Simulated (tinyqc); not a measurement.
## Mobility and doping from two currents

Inverse problem. A trap-free film with injecting contacts is fitted, with diffusion neglected, by J = q mu N V/Lf + (9/8) eps0 eps_r mu V^2/Lf^3. Find mu, N and the voltage at which both terms are equal.

Inputs (values chosen for the exercise):
- eps_r = 9.57 (relative permittivity)
- Lf = 290 nm (film thickness)

Constants: q = 1.602176634e-19 C, eps0 = 8.8541878128e-14 F/cm where lengths are in cm. Results are converted to the units shown.

J at 2.3 and 13 V (A/cm^2): [629.32431, 10081.255]

Solution. J/V is a straight line in V: the slope gives mu and the intercept mu N.

mu = 1.20 cm^2/(V s)
N = 2.50e16 cm^-3
crossover voltage = 3.53 V

Program tinyqc, `OMP_NUM_THREADS=1 python tinyqc.py 2730036 2730037 out.jsonl`; Intel Xeon 2.30GHz, shared host, one thread, about 0.5 s.
